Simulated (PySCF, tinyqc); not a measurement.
Worked calculation: FCI on RHF in the 6-31g basis, for H2, spin multiplicity 1. The lowest restricted solution is unstable here: a spin-polarised one lies 0.0084 hartree lower (PySCF). One step of it, computed by the program tinyqc.

Task: FCI: determinants and Hamiltonian. Slater-Condon rules over spin orbitals, with the nuclear repulsion added and E(HF) subtracted on the diagonal.

one-electron integrals over orbitals h = C^T H C (hartree):
```
           1          2         3          4
1  -0.951548   0.000000  0.000000  -0.100051
2   0.000000  -0.658456  0.164758   0.000000
3   0.000000   0.164758  0.143319   0.000000
4  -0.100051   0.000000  0.000000   0.164136
```

Two-electron integrals over orbitals (pq|rs), unique and non-zero (hartree):
```
(11|11) 0.494721    (21|21) 0.134029    (22|11) 0.435527    (22|22) 0.414616
(31|21) -0.074068   (31|31) 0.084382    (32|11) -0.119413   (32|22) -0.086882
(32|32) 0.087053    (33|11) 0.485084    (33|22) 0.440530    (33|32) -0.143182
(33|33) 0.530259    (41|11) 0.100051    (41|22) 0.080915    (41|32) -0.078013
(41|33) 0.135250    (41|41) 0.078648    (42|21) 0.050565    (42|31) -0.067684
(42|42) 0.057995    (43|21) -0.151349   (43|31) 0.114425    (43|42) -0.085058
(43|43) 0.209425    (44|11) 0.474606    (44|22) 0.426637    (44|32) -0.133184
(44|33) 0.506393    (44|41) 0.118045    (44|44) 0.493201
```

nuclear repulsion = 0.38626074 hartree

Hartree-Fock energy = -1.02211338 hartree

Give: determinants; H - E(HF) between determinants.

Result:

Occupation strings over the orbitals (2 doubly, a alpha, b beta, 0 empty; spin orbitals ordered 1a 1b 2a 2b ...): 2000 ab00 a0b0 a00b ba00 b0a0 b00a 0200 0ab0 0a0b 0ba0 0020 00ab 0b0a 00ba 0002

H - E(HF) between determinants (hartree):
```
         2000     ab00     a0b0     a00b     ba00     b0a0     b00a     0200
2000   0.0000   0.0000   0.0000   0.0000   0.0000   0.0000   0.0000   0.1340
ab00   0.0000   0.2339   0.0453   0.0000  -0.1340   0.0741   0.0000   0.0000
a0b0   0.0000   0.0453   1.0852   0.0000   0.0741  -0.0844   0.0000   0.0000
a00b   0.0000   0.0000   0.0000   1.0956   0.0000   0.0000  -0.0786   0.0506
ba00   0.0000  -0.1340   0.0741   0.0000   0.2339   0.0453   0.0000   0.0000
b0a0   0.0000   0.0741  -0.0844   0.0000   0.0453   1.0852   0.0000   0.0000
b00a   0.0000   0.0000   0.0000  -0.0786   0.0000   0.0000   1.0956  -0.0506
0200   0.1340   0.0000   0.0000   0.0506   0.0000   0.0000  -0.0506   0.5061
0ab0  -0.0741   0.0000   0.0000  -0.1513   0.0000   0.0000   0.0677   0.0779
0a0b   0.0000   0.0506  -0.1513   0.0000   0.0191   0.0780   0.0000   0.0000
0ba0   0.0741   0.0000   0.0000   0.0677   0.0000   0.0000  -0.1513  -0.0779
0020   0.0844   0.0000   0.0000   0.1144   0.0000   0.0000  -0.1144   0.0871
00ab   0.0000  -0.0677   0.1144   0.0000   0.0780  -0.0352   0.0000   0.0000
0b0a   0.0000   0.0191   0.0780   0.0000   0.0506  -0.1513   0.0000   0.0000
00ba   0.0000   0.0780  -0.0352   0.0000  -0.0677   0.1144   0.0000   0.0000
0002   0.0786   0.0000   0.0000   0.0180   0.0000   0.0000  -0.0180   0.0580

         0ab0     0a0b     0ba0     0020     00ab     0b0a     00ba     0002
2000  -0.0741   0.0000   0.0741   0.0844   0.0000   0.0000   0.0000   0.0786
ab00   0.0000   0.0506   0.0000   0.0000  -0.0677   0.0191   0.0780   0.0000
a0b0   0.0000  -0.1513   0.0000   0.0000   0.1144   0.0780  -0.0352   0.0000
a00b  -0.1513   0.0000   0.0677   0.1144   0.0000   0.0000   0.0000   0.0180
ba00   0.0000   0.0191   0.0000   0.0000   0.0780   0.0506  -0.0677   0.0000
b0a0   0.0000   0.0780   0.0000   0.0000  -0.0352  -0.1513   0.1144   0.0000
b00a   0.0677   0.0000  -0.1513  -0.1144   0.0000   0.0000   0.0000  -0.0180
0200   0.0779   0.0000  -0.0779   0.0871   0.0000   0.0000   0.0000   0.0580
0ab0   1.3338   0.0000  -0.0871   0.0216   0.0000   0.0000   0.0000  -0.0851
0a0b   0.0000   1.3407   0.0000   0.0000   0.0316  -0.0580   0.0851   0.0000
0ba0  -0.0871   0.0000   1.3338  -0.0216   0.0000   0.0000   0.0000   0.0851
0020   0.0216   0.0000  -0.0216   2.2253   0.0000   0.0000   0.0000   0.2094
00ab   0.0000   0.0316   0.0000   0.0000   2.2222   0.0851  -0.2094   0.0000
0b0a   0.0000  -0.0580   0.0000   0.0000   0.0851   1.3407   0.0316   0.0000
00ba   0.0000   0.0851   0.0000   0.0000  -0.2094   0.0316   2.2222   0.0000
0002  -0.0851   0.0000   0.0851   0.2094   0.0000   0.0000   0.0000   2.2298
```
